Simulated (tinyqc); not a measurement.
# Barrier height from two thicknesses

Problem. Through a thick flat barrier T = c exp(-2 kappa t) with a prefactor c that does not depend on t, and kappa = sqrt(m1 phi1/C), C = hbar^2/(2 m0). Find kappa, the decades lost for each nanometre, c and phi1.

Parameters, values chosen for the exercise:
- m1 = 0.51 m0 (tunnelling mass of layer 1)

Constants: q = 1.602176634e-19 C, hbar = 1.054571817e-34 J s, m0 = 9.1093837015e-31 kg, hbar^2/(2 m0) = 0.0380998212 eV nm^2. Results are converted to the units shown.

T at t = 1.3 and 2.7 nm: [5.4009313e-8, 7.2664067e-16]

Answer. The ratio of the two values removes c: kappa = ln(T_a/T_b)/(2 (t_b - t_a)).

kappa = 6.473 1/nm
decades a nanometre = 5.622
c = 1.100
phi1 = 3.130 eV

tinyqc, about 0.06 s, one thread, Intel Xeon 2.30GHz (shared host): `OMP_NUM_THREADS=1 python tinyqc.py 2540120 2540121 out.jsonl`
